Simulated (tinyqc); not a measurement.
# Effect of surface-potential fluctuations

The band bending varies over the area as a Gaussian of deviation ss (in units of Vt), so Gp/w = q Dit times the Gaussian mean of ln(1 + y^2)/(2 y), y = x exp(-u), u of deviation ss, x = w tau at the mean bending. Listed: the x of the peak, its height over q Dit, the Dit that the rule Gp/w = 0.40237 q Dit would give, and Gp/w at five times the peak frequency over the peak.

Parameters, values chosen for the exercise:
```
symbol,value,unit,meaning
Dit,7e10,cm^-2 eV^-1,interface trap density
```

Constants: q = 1.602176634e-19 C. Results are converted to the units shown.

Results:

| ss | x at the peak | height/(q Dit) | peak Gp/w (nF/cm^2) | apparent Dit (cm^-2 eV^-1) | ratio at 5 f_peak |
|---|---|---|---|---|---|
| 0 | 1.980 | 0.4024 | 4.513 | 7.000e10 | 0.5767 |
| 0.5 | 2.075 | 0.3766 | 4.223 | 6.551e10 | 0.6096 |
| 1 | 2.222 | 0.3259 | 3.655 | 5.669e10 | 0.6883 |
| 2 | 2.426 | 0.2370 | 2.658 | 4.123e10 | 0.8258 |
| 2.5 | 2.489 | 0.2050 | 2.300 | 3.567e10 | 0.8679 |
| 3 | 2.535 | 0.1797 | 2.015 | 3.126e10 | 0.8976 |
| 3.5 | 2.569 | 0.1593 | 1.787 | 2.772e10 | 0.9189 |

Estimate the missing row, ss = 1.5.

Computed row:

| ss | x at the peak | height/(q Dit) | peak Gp/w (nF/cm^2) | apparent Dit (cm^-2 eV^-1) | ratio at 5 f_peak |
|---|---|---|---|---|---|
| 1.5 | 2.340 | 0.2772 | 3.108 | 4.822e10 | 0.7665 |

With this row back in the table: The height falls from 0.402 to 0.159 and the ratio at five times the peak frequency rises from 0.577 to 0.919: the peak grows lower and wider, as patches with different time constants add. The uncorrected rule understates Dit by a factor of 2.53 in the last row; the width ratio gives ss and so the correction.

tinyqc, about 0.02 s, one thread, Intel Xeon 2.30GHz (shared host): `OMP_NUM_THREADS=1 python tinyqc.py 2030160 2030161 out.jsonl`
